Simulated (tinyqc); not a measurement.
Physical sputtering: collision-cascade yield, angular dependence, faceting and resputtering in deposition: one step, computed by the program tinyqc.

Ions start collision cascades; atoms that reach the surface with more than U leave. The target is amorphous or fine-grained.

Problem. Yield at normal incidence. gamma = 4 M1 M2/(M1 + M2)^2; threshold E_th = 6.7 U/gamma for M1 >= M2, else U (1 + 5.7 M1/M2)/gamma. eps = 0.03255 M2 E/(Z1 Z2 (M1 + M2) z), z = (Z1^(2/3) + Z2^(2/3))^(1/2), E in eV; s_n = 3.441 sqrt(eps) ln(eps + 2.718)/(1 + 6.355 sqrt(eps) + eps (6.882 sqrt(eps) - 1.708)); S_n = 84.78 Z1 Z2 M1 s_n/((M1 + M2) z) in eV angstrom^2; alpha = 0.249 (M2/M1)^0.56 + 0.0035 (M2/M1)^1.5 for M1 <= M2, else 0.0875 (M2/M1)^(-0.15) + 0.165 M2/M1; Y0 = 0.042 Q alpha S_n/U [1 - sqrt(E_th/E)]^2.5 (the electronic-loss factor of the full formula is dropped). Erosion rate = Y0 J/(e N); 1 cm^2 = 1e14 nm^2.

Inputs (values chosen for the exercise, modelled on krypton ions on cobalt):
```
quantity,value,unit
ion Z1,36,-
ion mass M1,83.8,u
target Z2,27,-
target mass M2,58.9,u
surface binding energy U,4.39,eV
target density N,90.9,1/nm^3
fit factor Q,0.82,-
ion energy E,800,eV
current density J,0.28,mA/cm^2
```

Constants: e = 1.602176634e-19 C.

Give: energy transfer factor gamma; threshold E_th; reduced energy eps; nuclear stopping S_n; alpha; yield Y0; erosion rate.

Solution.

energy transfer factor gamma = 0.9696

threshold E_th = 30.34 eV

reduced energy eps = 0.002479

nuclear stopping S_n = 1416 eV angstrom^2

alpha = 0.2082

yield Y0 = 1.346 atoms per ion

erosion rate = 15.53 nm/min

The threshold factor is 0.582; the energy cost is 594 eV per removed atom, 135 times U.
